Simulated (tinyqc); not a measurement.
Inside a calculation. Model: chemically amplified photoresist: aerial image, acid generation, bake, development and line width. Computed by tinyqc, a small Python program that keeps every step. Command: `OMP_NUM_THREADS=1 python tinyqc.py 3004740 3004741 out.jsonl resist walk`. One thread of a shared host (Intel(R) Xeon(R) Processor @ 2.30GHz), about 0.02 s of CPU time with the checks. Intermediate numbers are printed to about 6 digits and carried at full precision; extremes and crossings named in words are read from the listed rows.

Lines and spaces of pitch p with a two-beam-like image; x = 0 is the middle of the bright space. The resist is positive and treated as uniform in depth.

Inputs (values chosen for the exercise, for a model resist at 13.5 nm): pitch p = 38 nm; image contrast c = 0.61; mean dose E = 24.4 mJ/cm^2; Dill parameter C = 0.022 cm^2/mJ; quencher load q, relative to the acid generator = 0.053; acid diffusivity D = 0.097 nm^2/s; bake time t = 45 s; amplification rate k_amp = 0.03 1/s; threshold protection m_th = 0.52; development selectivity n = 20; largest rate r_max = 280 nm/s; smallest rate r_min = 0.058 nm/s; resist thickness d = 34 nm; development time t_d = 45 s; photon energy = 91.84 eV; absorption coefficient alpha = 6.6 1/um.

## Acid image and its blur

Dose E(x) = E [1 + c cos(2 pi x/p)]; acid h = 1 - exp(-C E(x)). Bake: the acid image is blurred by a Gaussian of variance sigma^2 = 2 D t (each Fourier term k of h, taken on 64 points, is multiplied by exp(-4 pi^2 k^2 D t/p^2)). Cosine coefficients: h(x) = sum_k h_k cos(2 pi k x/p).

diffusion length sigma = sqrt(2 D t) = 2.95466 nm

h_0 to h_4 before the bake: [0.399608, 0.194009, -0.015811, 0.000861, -0.000035]

h_0 to h_4 after the blur: [0.399608, 0.172184, -0.009810, 0.000294, -0.000005]

blur factor of the first harmonic = 0.887508

sigma/p = 0.078; the blur keeps 89 % of the modulation.

## From image to dissolution rate

The quencher then removes q, h_eff = max(h_blurred - q, 0); protection m = exp(-k_amp t h_eff). Mack rate r = r_max (a + 1)(1 - m)^n/(a + (1 - m)^n) + r_min, a = ((n + 1)/(n - 1))(1 - m_th)^n.

Across half a pitch:
```
x/p   x (nm)  dose (mJ/cm^2)  blurred acid  protection m  rate (nm/s)
0.00     0.0         39.2840      0.562271      0.502824  1.81040e+02
0.05     1.9         38.5555      0.555600      0.507373  1.68983e+02
0.10     3.8         36.4414      0.535789      0.521125  1.29786e+02
0.15     5.7         33.1486      0.503571      0.544291  6.79731e+01
0.20     7.6         28.9994      0.460512      0.576868  1.90218e+01
0.25     9.5         24.4000      0.409412      0.618068  2.65540e+00
0.30    11.4         19.8006      0.354572      0.665562  2.42028e-01
0.35    13.3         15.6514      0.301716      0.714790  6.56233e-02
0.40    15.2         12.3586      0.257372      0.758888  5.82650e-02
0.45    17.1         10.2445      0.227740      0.789860  5.80169e-02
0.50    19.0          9.5160      0.217314      0.801056  5.80057e-02
```

The dose varies by a factor 4.13 across the pattern and the rate by 3120.

## Space width and dose latitude

Edge: vertical development clears the film where r t_d >= d; the space width is twice the x where r = d/t_d. Dose sensitivity = d ln(width)/d ln E from widths at 1.005 E and E/1.005; image log-slope at the edge = |d ln E/dx|, normalised by the width (NILS); latitude for 10 % of width = 10 %/sensitivity.

space width = 20.9981 nm

dose sensitivity = 0.954743

NILS = 2.32200

dose latitude = 10.4740 %

At the same width a resist without blur would give a sensitivity 2/NILS = 0.861; the blur multiplies it by 1.11. Caution: lateral development, standing waves and the joint diffusion of acid and quencher are left out, so widths are indicative.

## Photon statistics at the edge

The edge lies at x = width/2. Absorbed photons per volume N = E(edge) alpha/(photon energy), 1 mJ/cm^2 = 62.41509 eV/nm^2, alpha in 1/nm; a Gaussian blur averages over a volume V = (2 sqrt(pi) sigma)^3; relative noise 1/sqrt(N V); edge noise sigma_x = (dh/d ln E) noise/|dh/dx|, with both derivatives of the blurred acid at the edge.

absorbed photons N = 0.0984655 1/nm^3

photons in the blur volume = 113.141

edge noise from photons = 0.942356 nm

Caution: the noise counts photons alone (acid and quencher statistics add to it) and takes the film as thicker than the blur; a thinner film averages in two dimensions only.

## Blur against noise

For each sigma the edge is held at x = p/4; N is taken at the mean dose; edge noise = (dh/d ln E)/(sqrt(N V) |dh/dx|), both derivatives taken of the blurred acid, V = (2 sqrt(pi) sigma)^3, N = E alpha/(photon energy), 1 mJ/cm^2 = 62.41509 eV/nm^2.

Trade-off:
```
sigma/p  sigma (nm)  blur factor  photons in V  edge noise (nm)
0.02           0.76     0.992135   2.14016e+00          6.80980
0.04           1.52     0.968911   1.71213e+01          2.44414
0.07           2.66     0.907808   9.17595e+01          1.10518
0.10           3.80     0.820869   2.67521e+02          0.70115
0.14           5.32     0.679167   7.34076e+02          0.50092
0.18           6.84     0.527530   1.56018e+03          0.43739
0.22           8.36     0.384667   2.84856e+03          0.44192
0.27          10.26     0.237168   5.26561e+03          0.52638
0.33          12.54     0.116531   9.61388e+03          0.79266
```

The noise is least near sigma/p = 0.18 among these rows. More diffusion averages over more photons (noise falls as sigma^(-3/2)) until it erases the image slope (factor exp(-2 pi^2 sigma^2/p^2)); for a pure cosine the two balance at sigma/p = sqrt(3/8)/pi = 0.195. Caution: for a film thinner than the blur the noise falls as 1/sigma only, and the optimum moves to sigma/p = 1/(2 pi) = 0.159. Caution: rows with under about ten photons in V are beyond a Gaussian noise estimate.

Checks made by the program: sensitivity 2/NILS in the limit of no diffusion (relative difference 1e-06).
